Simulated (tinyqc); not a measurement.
Pillar capacitor in an array: capacitance, non-linearity, leakage and relaxation: one step of the calculation.

A film between two metal electrodes, each interface adding a series capacitance ci. The small-signal permittivity is ek (1 + aq E^2); the field is found with the linear permittivity. Leakage J = J0 sinh(E/Ef). After a voltage step the film passes a relaxation current kr C V tt^(-nr), tt being the time in seconds. The sidewall is a coaxial capacitor with radii a = dm/2 and b = dm/2 + t, depth AR dm; the end face is left out.

Question. Cell capacitance, fields and time constant. Per length 1/c = ln(b/a)/(2 pi eps0 ek) + (1/a + 1/b)/(2 pi ci); cell capacitance c AR dm; per footprint over pt^2; fields c V/(2 pi eps0 ek r) at r = a and b; resistance of the inner electrode rho AR dm/(pi a^2); time constant R C/3 of the distributed line.

Inputs (values chosen for the exercise); permittivity of the order of that of tantalum oxide: relative permittivity of the film ek = 25.3; film thickness t = 4.1 nm; capacitance of each electrode interface (dead layer and screening) ci = 170 uF/cm^2; bias V = 1.7 V; diameter of the pillar dm = 36 nm; aspect ratio, depth over diameter AR = 50; pitch of the square array pt = 64 nm; resistivity of the inner electrode rho = 420 uohm cm.

Constants: eps0 = 8.8541878128e-14 F/cm where lengths are in cm. Results are converted to the units shown.

Find: a; b; cell capacitance; capacitance per footprint; field at a; field at b; R; R C/3.

Answer.

a = 18.00 nm
b = 22.10 nm
cell capacitance = 11.60 fF
capacitance per footprint = 283.1 uF/cm^2
field at a = 4.323 MV/cm
field at b = 3.521 MV/cm
R = 7.427 kohm
R C/3 = 28.71 ps

The array gives 55.1 times the planar capacitance per footprint; curvature makes the field at the inner electrode 1.11 times the planar value.

Program tinyqc, `OMP_NUM_THREADS=1 python tinyqc.py 2102126 2102127 out.jsonl`; Intel Xeon 2.30GHz, shared host, one thread, about 0.01 s.
